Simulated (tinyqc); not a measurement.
## Tunnelling through a two-layer gate stack, WKB transmission and Tsu-Esaki current: current against voltage

Electrons leave the emitter at x = 0. Energies E (motion across the layers) are in eV from the emitter Fermi level; the collector Fermi level lies at -V and offers states at every E. No charge in the dielectric and no image force: F1 = V/(t1 + t2 eps1/eps2), F2 = F1 eps1/eps2; U = phi1 - F1 x in layer 1 and phi2 - F1 t1 - F2 (x - t1) in layer 2. With C = hbar^2/(2 m0), kappa = sqrt(m (U - E)/C) where U > E and 0 elsewhere; T(E) = exp(-S), S = 2 times the integral of kappa over x.

Each layer adds (2/F) sqrt(m/C) [G(u at its left edge) - G(u at its right edge)] to S, with u = U - E (0 where negative) and G(u) = (2/3) u^1.5. J = J0 times the integral of T(E) N(E) dE, N = ln[(1 + exp(-E/Vt))/(1 + exp((-E - V)/Vt))], J0 = q^2 me m0 kB T/(2 pi^2 hbar^3) (times 1e-4 for A/cm^2 per eV), from E = -Ef to far above the barrier (T = 1 there), by quadrature converged to the digits shown.

Parameters, values chosen for the exercise; layer 1 close to silicon nitride, layer 2 close to aluminium oxide:

| symbol | value | unit | meaning |
|---|---|---|---|
| T | 300 | K | temperature |
| Ef | 0.32 | eV | Fermi energy of the emitter above its band bottom |
| me | 0.42 | m0 | emitter mass in the supply function |
| phi1 | 2.11 | eV | barrier of layer 1 above the emitter Fermi level at zero bias |
| m1 | 0.51 | m0 | tunnelling mass of layer 1 |
| t1 | 1 | nm | thickness of layer 1 |
| eps1 | 7.65 |  | relative permittivity of layer 1 |
| phi2 | 2.54 | eV | barrier of layer 2 at zero bias |
| m2 | 0.4 | m0 | tunnelling mass of layer 2 |
| t2 | 3.4 | nm | thickness of layer 2 |
| eps2 | 8.68 |  | relative permittivity of layer 2 |

Constants: q = 1.602176634e-19 C, kB = 1.380649e-23 J/K, hbar = 1.054571817e-34 J s, m0 = 9.1093837015e-31 kg, Vt = kB T/q, hbar^2/(2 m0) = 0.0380998212 eV nm^2. Results are converted to the units shown.

Result of one run:

| V (V) | S at E = 0 | T(E = 0) | J (A/cm^2) | mean E of the current (eV) |
|---|---|---|---|---|
| 0.77 | 41.97 | 5.925e-19 | 3.798e-11 | -0.1290 |

What becomes of these results when the voltage across the dielectric V is changed from 0.77 to 0.2 V, all else the same?

Result of the changed run:

| V (V) | S at E = 0 | T(E = 0) | J (A/cm^2) | mean E of the current (eV) |
|---|---|---|---|---|
| 0.2 | 44.80 | 3.481e-20 | 2.247e-12 | -0.1255 |

The whole series:

| V (V) | S at E = 0 | T(E = 0) | J (A/cm^2) | mean E of the current (eV) |
|---|---|---|---|---|
| 0.2 | 44.80 | 3.481e-20 | 2.247e-12 | -0.1255 |
| 0.49 | 43.39 | 1.427e-19 | 9.536e-12 | -0.1318 |
| 0.77 | 41.97 | 5.925e-19 | 3.798e-11 | -0.1290 |
| 1.06 | 40.42 | 2.791e-18 | 1.704e-10 | -0.1256 |
| 1.35 | 38.78 | 1.442e-17 | 8.320e-10 | -0.1216 |
| 1.64 | 37.02 | 8.365e-17 | 4.516e-9 | -0.1166 |
| 1.92 | 35.18 | 5.284e-16 | 2.635e-8 | -0.1104 |
| 2.21 | 33.05 | 4.443e-15 | 1.988e-7 | -0.1010 |
| 2.5 | 30.49 | 5.720e-14 | 2.155e-6 | -0.08117 |

J rises from 2.25e-12 to 2.16e-6 A/cm^2, by 2.16 decades a volt between the first two rows and 3.57 between the last two. In every row the band edge stays above E = 0, so all is direct tunnelling at the Fermi level.

Computed by the program tinyqc: `OMP_NUM_THREADS=1 python tinyqc.py 2540016 2540017 out.jsonl`, one thread of a shared Intel Xeon 2.30GHz, about 0.04 s for the whole run.
